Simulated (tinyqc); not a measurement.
Worked calculation: plane-wave Kohn-Sham cycle with exchange-only LDA in a layered model solid. One step of it, computed by the program tinyqc.

Question. Iteration 2: potential. V_H(G) = 4 pi rho(G)/G^2 for G != 0 (uniform background); v_x = -(3 rho/pi)^(1/3); V = V_ext + V_H + v_x; Fourier components f(G_m) = (1/N) sum_j f(x_j) exp(-i G_m x_j).

A solid whose potential varies along x alone (atomic units):
```
parameter,value
period a,16.400000
cross-section of the cell,39.000000
electrons per cell,2
grid points,16
"plane waves -n..n, n",2
k points,3
V1 in V1 cos(2 pi x/a),-0.420000
```

density after iteration 1 (e/bohr^3): 0.01056544  0.00891977  0.00534014  0.00231399  0.00094171  0.00064608  0.00062606  0.00062798  0.00063436  0.00062798  0.00062606  0.00064608  0.00094171  0.00231399  0.00534014  0.00891977

Give: Potentials on the grid; V(G_m), m = 0, 1, 2, ....

Answer.

Potentials on the grid (hartree):
```
x,V_ext,V_H,v_x,V
0.0000,-0.4200,0.4136,-0.2161,-0.2225
1.0250,-0.3880,0.3664,-0.2042,-0.2258
2.0500,-0.2970,0.2449,-0.1721,-0.2242
3.0750,-0.1607,0.0935,-0.1303,-0.1975
4.1000,0,-0.0491,-0.0965,-0.1456
5.1250,0.1607,-0.1640,-0.0851,-0.0884
6.1500,0.2970,-0.2465,-0.0842,-0.0337
7.1750,0.3880,-0.2959,-0.0843,0.0078
8.2000,0.4200,-0.3124,-0.0846,0.0230
9.2250,0.3880,-0.2959,-0.0843,0.0078
10.2500,0.2970,-0.2465,-0.0842,-0.0337
11.2750,0.1607,-0.1640,-0.0851,-0.0884
12.3000,0,-0.0491,-0.0965,-0.1456
13.3250,-0.1607,0.0935,-0.1303,-0.1975
14.3500,-0.2970,0.2449,-0.1721,-0.2242
15.3750,-0.3880,0.3664,-0.2042,-0.2258
```

V(G_m), m = 0, 1, 2, ... (hartree): -0.1259  -0.0644  0.0117  0.0029  0.0016
